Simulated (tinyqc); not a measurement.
Hubbard ring of 5 sites, step by step. Computed by tinyqc, a small Python program that keeps every step. Settings: hopping = 0.62, U = 6.4, mixing = 1, iteration cap = 77. Command: `OMP_NUM_THREADS=1 python tinyqc.py 22978 22979 out.jsonl` (the two numbers bound the seeds that draw the settings). One thread of a shared host (Intel(R) Xeon(R) Processor @ 2.60GHz), about 0.2 s of CPU time with the checks.

one-body matrix (hopping and site energies) (eV):
```
           1          2          3          4          5
1   0.100000  -0.620000   0.000000   0.000000  -0.620000
2  -0.620000  -0.460000  -0.620000   0.000000   0.000000
3   0.000000  -0.620000   0.240000  -0.620000   0.000000
4   0.000000   0.000000  -0.620000   0.950000  -0.620000
5  -0.620000   0.000000   0.000000  -0.620000   0.500000
```

U = 6.400000 eV

electrons, up and down: 3  2

n(up) at the start (a guess, not normalised): 1 0.600000, 2 0.600000, 3 0.600000, 4 0.600000, 5 0.600000

n(down) at the start (a guess): 1 0.400000, 2 0.400000, 3 0.400000, 4 0.400000, 5 0.400000

Each step fills the lowest levels of T + U n(other spin) and sets n(new) = n + mixing (n(out) - n); stop when output and input agree to 1e-8.

Course of the cycle:
```
iteration       E (eV)  largest |n(out) - n(in)|  mean |n_up - n_down|
1           5.76242291                  3.44e-01              0.200000
2           8.08938953                  7.22e-01              0.200761
3           9.47087933                  9.00e-01              0.205151
4          13.38439260                  9.56e-01              0.200139
5          11.86085125                  9.69e-01              0.200000
6          13.71227959                  9.72e-01              0.200000
7          11.88284298                  9.73e-01              0.200000
8          13.71391247                  9.73e-01              0.200000
9          11.88294166                  9.73e-01              0.200000
10         13.71391982                  9.73e-01              0.200000
11         11.88294210                  9.73e-01              0.200000
...                ...                       ...                   ...
67         11.88294210                  9.73e-01              0.200000
68         13.71391985                  9.73e-01              0.200000
69         11.88294210                  9.73e-01              0.200000
70         13.71391985                  9.73e-01              0.200000
71         11.88294210                  9.73e-01              0.200000
72         13.71391985                  9.73e-01              0.200000
73         11.88294210                  9.73e-01              0.200000
74         13.71391985                  9.73e-01              0.200000
75         11.88294210                  9.73e-01              0.200000
76         13.71391985                  9.73e-01              0.200000
77         11.88294210                  9.73e-01              0.200000
```

Can the last value be used, and what does the course show?

Not by the stop rule. Not converged within 77 iterations: the residual has stopped falling: the iteration swings between two states. The lowest mean-field energy found from random starts is 0.84627 eV. Reruns (cap 100 unless said): mixing 0.2: converged in 93 to a higher stationary point (E = 0.84703); mixing 0.5: converged in 36 to a higher stationary point (E = 0.84703); mixing 0.9: not converged; the original settings with a cap of 400: not converged.
